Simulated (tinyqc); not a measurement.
## CMOS latch-up, two-transistor model: effect of the temperature

A parasitic pnp (emitter at Vdd, base shunted by Rw) and npn (emitter at ground, base shunted by Rs) feed each other: the npn collector current flows out of the pnp base node, the pnp collector current into the npn base node. Forward-active transistors with constant gains: Icn = Isn exp(Vn/Vt), Icp = Isp (exp(Vp/Vt) - 1). A current Ii is injected into the npn base node.

Isn, Isp and Von are given at 293 K; the currents scale as T^3 exp(-1.12 V/Vt), Von falls by 1.5 mV/K, gains and resistances are fixed. Node equations: Vp/Rw + Icp/bp = Icn and Vn/Rs + Icn/bn = Icp + Ii. Loop gain G = gn gp/[(1/Rw + gp/bp)(1/Rs + gn/bn)], gn = Icn/Vt, gp = (Icp + Isp)/Vt; the off state ends where G = 1, and Ii there is the trigger current. On state with both base-emitter voltages at Von: npn base current Ib = (Von/Rs + bp Von/Rw)/(bn bp - 1), holding current Ih = (bn + 1) Ib + Von/Rs, holding voltage Vh = Vsat + Von + R2 (Ib + Von/Rs).

Inputs (values chosen for the exercise); values close to those of bulk CMOS: current gain of the npn bn = 20.6; current gain of the pnp bp = 3.3; saturation current of the npn at the reference temperature Isn = 2.5e-15 A; saturation current of the pnp at the reference temperature Isp = 2.7e-15 A; substrate resistance shunting the npn Rs = 98 ohm; well resistance shunting the pnp Rw = 1000 ohm; resistance from the pnp collector to the npn base R2 = 400 ohm; base-emitter voltage in the on state Von = 0.68 V; saturation voltage Vsat = 0.16 V; supply voltage Vdd = 3.3 V.

Constants: q = 1.602176634e-19 C, kB = 1.380649e-23 J/K, Vt = kB T/q. Results are converted to the units shown.

Result of one run:
```
T (K)  Vn at trigger (V)  trigger current (mA)  Ih (mA)  Vh (V)
413              0.41958                4.2449   7.2795  2.7411
```

What becomes of these results when the temperature T is changed from 413 to 323 K, all else the same?

Result of the changed run:
```
T (K)  Vn at trigger (V)  trigger current (mA)  Ih (mA)  Vh (V)
323              0.60237                6.1513   9.2449  3.4380
```

The whole series:
```
T (K)  Vn at trigger (V)  trigger current (mA)  Ih (mA)  Vh (V)
233              0.77189                7.9017   11.210  4.1350
263              0.71687                7.3346   10.555  3.9027
293              0.66036                6.7512   9.9001  3.6703
323              0.60237                6.1513   9.2449  3.4380
353              0.54290                5.5344   8.5898  3.2057
383              0.48196                4.8994   7.9346  2.9734
413              0.41958                4.2449   7.2795  2.7411
443              0.35586                3.5693   6.6243  2.5088
```

As T goes from 233 to 443 K, the trigger current falls from 7.90 to 3.57 mA, Ih falls from 11.2 to 6.62 mA and Vh falls from 4.13 to 2.51 V. Vh exceeds the supply Vdd = 3.3 V, which then cannot sustain a latched state, in 4 of the 8 rows.

Numbers from tinyqc (`OMP_NUM_THREADS=1 python tinyqc.py 2670147 2670148 out.jsonl`; about 0.06 s on one thread of a shared Intel Xeon 2.30GHz).
